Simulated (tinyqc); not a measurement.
Wannier functions of a composite (isolated) pair of valence bands (bonds of an sp chain), step by step. Values are carried at full precision from step to step, so a last printed digit may differ when a step is redone from the rounded ones.

Each atom has a hybrid pointing left (<) and right (>). H(k): diagonal +V3 on A, -V3 on B; <A<|A>> = -V1a, <B<|B>> = -V1b, <A>|B<> = -V2, <B>|A<> = -V2p exp(ik); k in 1/a, Bloch sums with exp(ikR). The two lowest bands are filled. Trial functions in cell 0: g1 = cos(c) A> + sin(c) B<, and g2 = sin(c) B> + cos(c) A< of cell 1, whose Bloch vector has cos(c) exp(-ik) on A<. Projection A_mn = <psi_m|g_n>, S = A^+ A, Loewdin U = A S^(-1/2), Bloch-like states w_n = sum_m psi_m U_mn, H_W(k) = U^+ diag(E) U. P = sum_m |psi_m><psi_m| is free of phase choices, and S = g^+ P g, w = P g S^(-1/2).

Inputs chosen for the exercise: V2 = 4.36 eV (coupling in the bond A-B inside the cell); V2p = 2.91 eV (coupling in the bond to the next cell); V1a = 0.7 eV (coupling of the two hybrids on A); V1b = 1.72 eV (the same on B); V3 = 1.24 eV (A at +V3, B at -V3); j = 4 (mesh point, k = 2 pi j/N); N = 5 (k points); c = 45 degrees (trial bonds cos(c) on A, sin(c) on B); xb = 0.46 a (position of B (A at 0)).

## H at one mesh point

Fill in the matrix.

H(k) (eV), lower triangle (Hermitian):
```
                 A<       A>       B<       B>
A<           1.2400
A>          -0.7000   1.2400
B<                0  -4.3600  -1.2400
B>  -0.8992+2.7676i        0  -1.7200  -1.2400
```

## Levels and the projector on the filled bands

Diagonalise; P = sum over the two lowest states of |psi><psi|.

levels (eV): -5.3266  -2.5312  2.8452  5.0127

P, lower triangle (Hermitian):
```
                A<               A>              B<      B>
A<          0.3126
A>  0.0178+0.0952i           0.3749
B<  0.0096+0.0260i   0.4725+0.0153i          0.6275
B>  0.1179-0.4369i  -0.0372-0.0115i  0.0895+0.0387i  0.6850
```

The filled states put 1.375 electrons on A and 2.625 on B at this k.

## Loewdin orthogonalisation

The trial vectors are the columns g1 = (0, cos c, sin c, 0), g2 = (cos c exp(-ik), 0, 0, sin c), k = 2 pi j/N. Form S = g^+ P g, its eigenvalues, S^(-1/2), and w = P g S^(-1/2).

S:
```
                 1                2
1           0.9737  -0.0272+0.0181i
2  -0.0272-0.0181i           0.9507
```

eigenvalues of S: 0.9275  0.9968

S^(-1/2):
```
                1               2
1          1.0139  0.0144-0.0096i
2  0.0144+0.0096i          1.0260
```

w:
```
                 1                2
A<  0.0168-0.0779i   0.1551+0.5312i
A>  0.6059-0.0112i  -0.0801+0.0360i
B<  0.7894+0.0112i   0.0605-0.0230i
B>  0.0493+0.0270i   0.8256-0.0167i
```

The combinations of the trial bonds that diagonalise S lie 92.8 to 99.7 % inside the filled space; an eigenvalue near zero would mark a poor choice.

## The Hamiltonian in the new basis

H_W = w^+ H w; its eigenvalues must be the two filled levels.

H_W(k) (eV):
```
               1              2
1         -4.607  -1.205-0.204i
2  -1.205+0.204i         -3.251
```

eigenvalues (eV): -5.327  -2.531

## Hoppings between the Wannier functions

H_mn(R) = (1/N) sum_k exp(-ikR) H_W,mn(k), the coupling of function m in cell 0 to function n in cell R.

H(R) (eV):

| R | 11 | 12 | 21 | 22 |
|---|---|---|---|---|
| -2 | 0.0009 | -0.0012 | -0.0006 | 0.0007 |
| -1 | 0.0361 | -0.2285 | -0.0146 | 0.0322 |
| 0 | -4.6281 | -1.1313 | -1.1313 | -3.2693 |
| 1 | 0.0361 | -0.0146 | -0.2285 | 0.0322 |
| 2 | 0.0009 | -0.0006 | -0.0012 | 0.0007 |

The bond levels are -4.628 and -3.269 eV, against -sqrt(V2^2 + V3^2) = -4.533 and -3.163 for isolated bonds. Neighbouring bonds couple by -1.131 eV through B; the bond-orbital estimate is -V1b (1 + ap)/2 = -1.138 with the mean V2 in ap = V3/sqrt(V2^2 + V3^2).

## The functions in real space

w_n(R) = (1/N) sum_k exp(ikR) w_n(k); point-like hybrids at R (A) and R + xb (B) give centres and spreads.

Function 1:

| R | A< | A> | B< | B> |
|---|---|---|---|---|
| -2 | -0.0001 | 0.0002 | 0.0000 | -0.0010 |
| -1 | 0.0008 | 0.0057 | -0.0030 | -0.0275 |
| 0 | 0.0387 | 0.6060 | 0.7880 | 0.0568 |
| 1 | -0.0794 | -0.0058 | 0.0085 | 0.0004 |
| 2 | -0.0029 | -0.0002 | 0.0004 | -0.0001 |

centres (a): 1 0.2931, 2 0.6234

spreads (a^2): 1 0.0529, 2 0.0659

Function 1 has 98.8 % of its weight on the two hybrids of its bond. Its centre lies +0.0631 a from the middle of the bond, towards B, the atom with the lower level.

## Checks

- Eigenvalues of H_W against the filled levels: they agree to 1e-10 or better.
- W^+ w against the unit matrix: they agree to 1e-10 or better.

tinyqc: `OMP_NUM_THREADS=1 python tinyqc.py 1451573 1451574 out.jsonl`; about 0.2 s, one thread, shared Intel(R) Xeon(R) Processor @ 2.30GHz.
